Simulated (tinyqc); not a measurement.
Interface traps by the conductance method, a continuum of levels: two steps of the calculation.

MOS capacitor on an n-type substrate; psi is the band bending, negative in depletion; only majority carriers are counted. The traps exchange electrons with the conduction band; their admittance lies in parallel with Cd, and that pair in series with Cox and Rs. w = 2 pi f.

Inputs (values chosen for the exercise):
```
symbol,value,unit,meaning
f,4900,Hz,signal frequency
```

Question 1. Parallel conductance and capacitance. With x = w tau: Gp/w = Cit ln(1 + x^2)/(2 x), Cp = Cd + Cit arctan(x)/x.

Cd = 45.676996 nF/cm^2
tau = 1.2029886e-5 s
Cit = 91.324068 nF/cm^2

Wanted: x; Gp/w; Cp.

Answer 1.

x = 0.3704
Gp/w = 15.85 nF/cm^2
Cp = 133.1 nF/cm^2

The peak of Gp/w lies at x = 1.98 with the height 0.402 Cit; this frequency gives 0.174 Cit.

Question 2. Extraction from the readings. Ignoring Rs: Gp/w = w Cox^2 Gm/[Gm^2 + w^2 (Cox - Cm)^2].

Cox = 863.28331 nF/cm^2
Cm = 115.52628 nF/cm^2
Gm/w = 11.949894 nF/cm^2

Give: extracted Gp/w.

Answer 2.

extracted Gp/w = 15.924 nF/cm^2

The uncorrected series resistance makes this 0.48 % above the true Gp/w.

tinyqc, about 0.01 s, one thread, Intel Xeon 2.30GHz (shared host): `OMP_NUM_THREADS=1 python tinyqc.py 2030098 2030099 out.jsonl`
